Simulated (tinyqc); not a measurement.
Inside a calculation. Model: hole mobility in a silicon inversion layer, empirical terms and Matthiessen rule.

Numbers from tinyqc (`OMP_NUM_THREADS=1 python tinyqc.py 2510014 2510015 out.jsonl`; about 0.01 s on one thread of a shared Intel Xeon 2.30GHz). Printed values are rounded.

Inversion layer of sheet density Ns on a uniformly doped body. The mobility terms are empirical power laws with prefactors chosen for the exercise; adding their inverses (Matthiessen) is itself an approximation.

Inputs (values chosen for the exercise); material values close to those of silicon:
```
symbol,value,unit,meaning
T,293,K,temperature
Eg,1.11,eV,band gap
eps_r,11.5,,relative permittivity of the semiconductor
Nc,2.75e19,cm^-3,conduction-band density of states at T
Nv,2.51e19,cm^-3,valence-band density of states at T
Nb,9.1e17,cm^-3,body doping
Vsb,0.3,V,reverse body bias
eta,0.3333,,weight of the inversion charge in the effective field
Cox,1.46,uF/cm^2,gate capacitance
Ap,119,cm^2/(V s),phonon-limited mobility at 1 MV/cm and 300 K
As,370,cm^2/(V s),roughness-limited mobility at 1 MV/cm
gs,1,,exponent of the roughness term
Ac,1100,cm^2/(V s),Coulomb prefactor
Nit,9.8e11,cm^-2,charge at the interface
Ns,7.3e12,cm^-2,inversion density
WL,20,,ratio W/L
Vd,0.05,V,drain voltage
I,89.5,uA,measured linear current
```

Constants: q = 1.602176634e-19 C, kB = 1.380649e-23 J/K, Vt = kB T/q, eps0 = 8.8541878128e-14 F/cm where lengths are in cm. Results are converted to the units shown.

## Depletion charge and effective field

ni = sqrt(Nc Nv) exp(-Eg/(2 Vt)), Eg in volts; Ndep = sqrt(2 eps0 eps_r Nb (2 Vt ln(Nb/ni) + Vsb)/q); E = q (Ndep + eta Ns)/(eps0 eps_r), in MV/cm.

ni = 7.46734e9 cm^-3
Ndep = 3.78745e12 cm^-2
E = 0.978795 MV/cm

The depletion charge gives 60.9 % of the field.

## Mobility terms and their sum

With t = T/(300 K): muC = Ac (Ns/1e12 cm^-2) t/(Nb/1e17 cm^-3 + Nit/1e11 cm^-2), muP = Ap E^(-1/3) t^(-1.75), muS = As E^(-gs); 1/mu is the sum of the inverses.

terms (cm^2/(V s)): Coulomb 414.954, phonon 124.909, roughness 378.016
mu = 76.5631 cm^2/(V s)
shares of 1/mu (%): Coulomb 18.4510, phonon 61.2951, roughness 20.2539

The phonon term limits most.

## Iteration 1: inversion density for the measured current

Ns at the start = 3.6e12 cm^-2

I = (W/L) q Ns mu Vd. E = q (Ndep + eta Ns)/(eps0 eps_r) in MV/cm. With t = T/(300 K): muC = Ac (Ns/1e12 cm^-2) t/(Nb/1e17 cm^-3 + Nit/1e11 cm^-2), muP = Ap E^(-1/3) t^(-1.75), muS = As E^(-gs); 1/mu is the sum of the inverses. Ns(new) = I/((W/L) q mu Vd).

E = 0.784751 MV/cm
mu = 69.2277 cm^2/(V s)
Ns after iteration 1 = 8.06924e12 cm^-2

## Iteration 2: inversion density for the measured current

As before.

E = 1.01914 MV/cm
mu = 76.6346 cm^2/(V s)
Ns after iteration 2 = 7.28933e12 cm^-2

## Course of the iteration: inversion density for the measured current

Stop when Ns changes by less than 1e5 cm^-2, or after 120 iterations.

Course of the iteration:
```
iteration	Ns (cm^-2)	|change| (cm^-2)
1	8.06924e12	4.47e12
2	7.28933e12	7.80e11
3	7.29642e12	7.08e9
4	7.29624e12	1.82e8
5	7.29624e12	4.65e6
6	7.29624e12	1.19e5
7	7.29624e12	3030
```

Converged in 7 iterations. At the end each change is about 0.026 times the one before, with alternating sign: linear convergence.

## Split C-V extraction

```
point	Vg (V)	Cgc (uF/cm^2)	I (uA)
0	0	1.02909e-4	3.22324e-9
1	0.1	0.00312150	2.97099e-6
2	0.2	0.0892695	0.00256182
3	0.3	0.969990	0.677884
4	0.4	1.43613	7.09665
5	0.5	1.45920	18.0133
6	0.6	1.45997	30.3787
7	0.7	1.46000	43.1086
8	0.8	1.46000	55.7565
9	0.9	1.46000	68.1224
10	1	1.46000	80.1175
11	1.1	1.46	91.7075
12	1.2	1.46	102.886
```

Q(Vg) is the trapezoid sum of Cgc from the first point (where Q is taken as 0); mu_eff = I/((W/L) Q Vd); mu_FE = (dI/dVg)/((W/L) Cox Vd) with a backward difference. Listed from point 4 on.

```
point	Q (uC/cm^2)	mu_eff (cm^2/(V s))	mu_FE (cm^2/(V s))
4	0.178050	39.8576	43.9641
5	0.322817	55.8005	74.7717
6	0.468775	64.8043	84.6942
7	0.614774	70.1210	87.1911
8	0.760774	73.2892	86.6300
9	0.906774	75.1261	84.6979
10	1.05277	76.1014	82.1583
11	1.19877	76.5011	79.3835
12	1.34477	76.5078	76.5625
```

At the last point mu_FE is 0.072 % above mu_eff.
